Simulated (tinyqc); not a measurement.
# One-sided p+-n junction, ionisation integral and breakdown: multiplication against voltage

A p+ layer at x < 0 and an n drift layer from x = 0. Depletion approximation, built-in voltage neglected. Local ionisation coefficients alpha_n = an exp(-(bn/E)^mx), alpha_p = ap exp(-(bp/E)^mx). Electrons move towards +x, holes towards x = 0.

W = sqrt(2 eps0 eps_r V/(q N)), peak field E0 = q N W/(eps0 eps_r), falling linearly to 0 at W. G(x) = integral from 0 to x of (alpha_n - alpha_p); I_n = integral of alpha_n exp(-G) (electrons injected at x = 0), I_p = integral of alpha_p exp(G(end) - G) (holes injected at the far edge); M = 1/(1 - I). Integrals on a fine grid; BV is where I_n = 1. Here BV = 881.031 V; the Miller exponent is n = ln(1 - 1/M)/ln(V/BV).

Inputs (values chosen for the exercise); material values close to those of silicon:
```
symbol   value   unit                                           meaning
eps_r     11.7                                    relative permittivity
an      7.11e5   1/cm  prefactor of the electron ionisation coefficient
bn      1.22e6   V/cm                      field constant for electrons
ap      1.69e6   1/cm      prefactor of the hole ionisation coefficient
bp      2.04e6   V/cm                          field constant for holes
mx           1                                                 exponent
N       1.8e14  cm^-3                  donor density of the drift layer
```

Constants: q = 1.602176634e-19 C, eps0 = 8.8541878128e-14 F/cm where lengths are in cm. Results are converted to the units shown.

Multiplication against voltage:
```
V (V),E0 (kV/cm),I_n,I_p,M_n,M_p,"Miller n, electrons","Miller n, holes"
352,140,0.0541,2.51e-4,1.06,1.00,3.18,9.04
441,157,0.159,0.00157,1.19,1.00,2.66,9.33
529,172,0.332,0.00667,1.50,1.01,2.16,9.82
617,185,0.547,0.0236,2.21,1.02,1.70,10.5
705,198,0.752,0.0784,4.04,1.09,1.28,11.4
758,205,0.853,0.163,6.80,1.19,1.06,12.1
811,212,0.930,0.347,14.4,1.53,0.870,12.8
846,217,0.969,0.583,32.8,2.40,0.764,13.3
868,220,0.990,0.816,95.7,5.44,0.705,13.6
```

M_n rises from 1.057 to 95.7 and M_p from 1.000 to 5.44; both diverge at BV. The Miller exponent for electrons falls from 3.18 to 0.705 and that for holes rises from 9.04 to 13.6, so one exponent describes neither over the whole range. The larger multiplication belongs to electrons, whose coefficient at the peak field of the last row is 17.5 times the other.

Computed by the program tinyqc: `OMP_NUM_THREADS=1 python tinyqc.py 2120046 2120047 out.jsonl`, one thread of a shared Intel Xeon 2.30GHz, about 0.06 s for the whole run.
